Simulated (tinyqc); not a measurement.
Empirical pseudopotential in a few plane waves, step by step. One step of it, computed by the program tinyqc.

Task: Levels at k. Diagonalise the Hermitian matrix.

H(k) at k (eV), lower triangle:
```
           +0+0+0     -1-1-1     -1-1+1     -1+1-1     -1+1+1     +1-1-1     +1-1+1     +1+1-1
+0+0+0   0.415170
-1-1-1   1.952998  14.050064
-1-1+1  -1.952998   0.000000  11.437389
-1+1-1  -1.952998   0.000000   0.163268  10.784221
-1+1+1  -1.952998  -0.163268   0.000000   0.000000   8.171547
+1-1-1  -1.952998   0.000000   0.163268   0.163268   0.000000  17.152614
+1-1+1  -1.952998  -0.163268   0.000000   0.000000   0.163268   0.000000  14.539940
+1+1-1  -1.952998  -0.163268   0.000000   0.000000   0.163268   0.000000   0.163268  13.886771
+1+1+1   1.952998   0.000000  -0.163268  -0.163268   0.000000  -0.163268   0.000000   0.000000
-2+0+0   0.000000  -1.952998  -1.952998  -1.952998   1.952998   0.375206  -0.375206  -0.375206
+0-2+0   0.000000  -1.952998  -1.952998   0.375206  -0.375206  -1.952998   1.952998  -0.375206
+0+0-2   0.000000  -1.952998   0.375206  -1.952998  -0.375206  -1.952998  -0.375206   1.952998
+0+0+2   0.000000  -0.375206   1.952998  -0.375206  -1.952998  -0.375206  -1.952998   0.375206
+0+2+0   0.000000  -0.375206  -0.375206   1.952998  -1.952998  -0.375206   0.375206  -1.952998
+2+0+0   0.000000  -0.375206  -0.375206  -0.375206   0.375206   1.952998  -1.952998  -1.952998

           +1+1+1     -2+0+0     +0-2+0     +0+0-2     +0+0+2     +0+2+0     +2+0+0
+1+1+1  11.274097
-2+0+0  -0.375206  13.641833
+0-2+0  -0.375206   0.163268  20.010227
+0+0-2  -0.375206   0.163268   0.163268  19.357058
+0+0+2  -1.952998  -0.163268  -0.163268   0.000000  14.131710
+0+2+0  -1.952998  -0.163268   0.000000  -0.163268   0.163268  13.478541
+2+0+0  -1.952998   0.000000  -0.163268  -0.163268   0.163268   0.163268  19.846934
```

Give: eigenvalues.

Result:

eigenvalues (eV): -1.710  6.133  8.654  8.774  10.257  12.601  12.692  13.186  15.442  15.668  16.509  18.079  21.046  21.325  23.521
